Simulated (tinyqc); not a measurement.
Defect equilibria of an oxide against oxygen pressure (mass action): one step, computed by the program tinyqc. Command: `OMP_NUM_THREADS=1 python tinyqc.py 3020985 3020986 out.jsonl brouwer walk`. One thread of a shared host (Intel(R) Xeon(R) Processor @ 2.30GHz), about 0.01 s of CPU time with the checks.

Defects: oxygen vacancies V (charge +2), electrons n, holes p, the ionic partner X = O_i'' (charge -2), and the dopant. Activities are taken equal to concentrations.

Task: Solution at the given pressure. Neutrality: 2 [V] + p = n + 2 [X] + N_d. With n as the unknown, [V] = K_r/(n^2 P^(1/2)), p = K_i/n, [X] = K_s/[V]; the log ratio is ln(positive/negative). The root is found by 60 bisections in ln n between n = 1e-10 and 1e25 cm^-3.

Inputs (values chosen for the exercise, for a model oxide): dopant density N_d = 1.7e+20 cm^-3; temperature T = 1100 K; oxygen pressure P = 5e-05 atm.

Ionic disorder: anion Frenkel. Dopant (singly charged, fully ionised): acceptor.

K_r = 5.052397e+48 cm^-9 atm^(1/2)

K_i = 9.972236e+28 cm^-6

K_s = 1.356499e+26 cm^-6

Give: n; [V]; p; [X].

Result:

n = 2.8993e+15 cm^-3

[V] = 8.5001e+19 cm^-3

p = 3.4395e+13 cm^-3

[X] = 1.5959e+06 cm^-3

The largest terms give the Brouwer balance 2 [V] = N_d; the smaller of the two terms is 100 % of the total charge of one sign.
